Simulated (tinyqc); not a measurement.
# Lossy package transmission line with skin effect: line properties against frequency

A uniform line in a homogeneous dielectric: c = sqrt(er)/(c0 Z0), l = Z0 sqrt(er)/c0 (c0 = 299792458 m/s), g = w c td, w = 2 pi f. The resistance joins its limits as r = sqrt(r_dc^2 + r_hf^2), with r_dc = rho/(wd th), r_hf = kr rho/(2 delta (wd + th)), delta = sqrt(rho/(pi f mu0)), mu0 = 4 pi 1e-7 H/m; this is an interpolation, and internal inductance, up to 0.05 nH/mm at low frequency, is neglected.

gamma = sqrt((r + i w l)(g + i w c)) = alpha + i beta, Zc = sqrt((r + i w l)/(g + i w c)), roots with positive real part; loss 8.685889638 alpha in dB; phase velocity w/beta. ZL = 1/(1/RL + i w CL); reflection (ZL - Zc)/(ZL + Zc); Zin = Zc (ZL + Zc tanh(gamma len))/(Zc + ZL tanh(gamma len)); H = V_load/V_source = [Zin/(Zin + Rg)]/[cosh(gamma len) + (Zc/ZL) sinh(gamma len)].

Values chosen for this exercise:

| symbol | value | unit | meaning |
|---|---|---|---|
| wd | 38 | um | width of the strip |
| th | 13 | um | thickness of the strip |
| rho | 1.8 | uohm cm | resistivity |
| er | 4.2 |  | relative permittivity |
| td | 0.005 |  | loss tangent |
| Z0 | 75 | ohm | lossless impedance sqrt(l/c) |
| kr | 1.2 |  | factor for crowding and the return path |
| len | 18 | mm | length |
| Rg | 100 | ohm | source resistance |
| RL | 1e5 | ohm | load resistance |
| CL | 20 | fF | load capacitance |

Result of one run:

| f (GHz) | r (ohm/mm) | r/(w l) | loss (dB/mm) | \|Zc\| (ohm) | phase velocity over c0 | length in wavelengths | \|H\| (dB) |
|---|---|---|---|---|---|---|---|
| 0.3 | 0.06541 | 0.06768 | 0.004065 | 75.09 | 0.4877 | 0.03693 | -0.2034 |

What becomes of these results when the frequency f is changed from 0.3 to 0.09 GHz, all else the same?

Result of the changed run:

| f (GHz) | r (ohm/mm) | r/(w l) | loss (dB/mm) | \|Zc\| (ohm) | phase velocity over c0 | length in wavelengths | \|H\| (dB) |
|---|---|---|---|---|---|---|---|
| 0.09 | 0.04704 | 0.1623 | 0.002799 | 75.49 | 0.4865 | 0.01111 | -0.02966 |

The whole series:

| f (GHz) | r (ohm/mm) | r/(w l) | loss (dB/mm) | \|Zc\| (ohm) | phase velocity over c0 | length in wavelengths | \|H\| (dB) |
|---|---|---|---|---|---|---|---|
| 0.01 | 0.03776 | 1.172 | 0.001951 | 93.10 | 0.4334 | 0.001385 | -0.009398 |
| 0.03 | 0.04028 | 0.4168 | 0.002314 | 78.06 | 0.4783 | 0.003766 | -0.01197 |
| 0.09 | 0.04704 | 0.1623 | 0.002799 | 75.49 | 0.4865 | 0.01111 | -0.02966 |
| 0.3 | 0.06541 | 0.06768 | 0.004065 | 75.09 | 0.4877 | 0.03693 | -0.2034 |
| 0.8 | 0.09590 | 0.03721 | 0.006298 | 75.03 | 0.4879 | 0.09845 | -1.086 |
| 2 | 0.1449 | 0.02249 | 0.01026 | 75.01 | 0.4879 | 0.2461 | -2.644 |
| 7 | 0.2649 | 0.01175 | 0.02187 | 75.00 | 0.4879 | 0.8613 | -1.889 |
| 20 | 0.4450 | 0.006907 | 0.04442 | 75.00 | 0.4879 | 2.461 | -1.211 |
| 60 | 0.7691 | 0.003979 | 0.1005 | 75.00 | 0.4879 | 7.383 | -3.591 |

r equals w l at 0.0118 GHz: below it |Zc| and the delay grow as in an RC line, above it |Zc| tends to Z0 = 75 ohm and the velocity to 1/sqrt(er) = 0.488 c0. The loss goes as f^(0.16) between the first two rows and f^(0.74) between the last two. |H| is -0.00940 dB in the first row and -3.59 dB in the last; between rows it can pass through resonances that the table doesn't show.

Computed by the program tinyqc: `OMP_NUM_THREADS=1 python tinyqc.py 2810164 2810165 out.jsonl`, one thread of a shared Intel Xeon 2.30GHz, about 0.01 s for the whole run.
